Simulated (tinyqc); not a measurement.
From results back to parameters: polytypes by hexagonality, and a cubic inclusion as a quantum well. Two cases, with inputs chosen for the exercise.

Problem. A square well of depth V with masses m_w inside and m_b outside (first and second entry of m) binds its lowest level at the given depth below the barrier: k tan(k L/2) = (m_w/m_b) q, k = sqrt(m_w E/c), q = sqrt(m_b (V - E)/c), c = hbar^2/2m0. How many double layers wide is it?

Constants: hbar^2/2m0 = 3.80998211 eV angstrom^2.

Case 1.

Values chosen (out of a larger set: of the order of those of GaAs; not measured data): m = (0.07, 0.071) m0 (electron mass along c in the cubic layer and in the host); d = 3.27 angstrom (thickness of a double layer).

V = 0.13200 eV
depth V - E = 0.09560 eV

Case 2.

Values chosen (out of a larger set: of the order of those of SiC; not measured data): m = (0.309, 0.303) m0 (electron mass along c in the cubic layer and in the host); d = 2.513 angstrom (thickness of a double layer).

V = 0.63167 eV
depth V - E = 0.38149 eV

Find: k; q; L; N.

Solution. L = (2/k) arctan((m_w/m_b) q/k), and N = L/d.

Case 1.

k = 0.0259 1/angstrom
q = 0.0422 1/angstrom
L = 78.48 angstrom
N = 24.0

Case 2.

k = 0.1424 1/angstrom
q = 0.1742 1/angstrom
L = 12.56 angstrom
N = 5.0

Computed by tinyqc, one run a case: `OMP_NUM_THREADS=1 python tinyqc.py N N+1 out.jsonl` with N = 1851172, 1851189; one thread of a shared Intel(R) Xeon(R) Processor @ 2.30GHz, about 0.09 s a run at most.
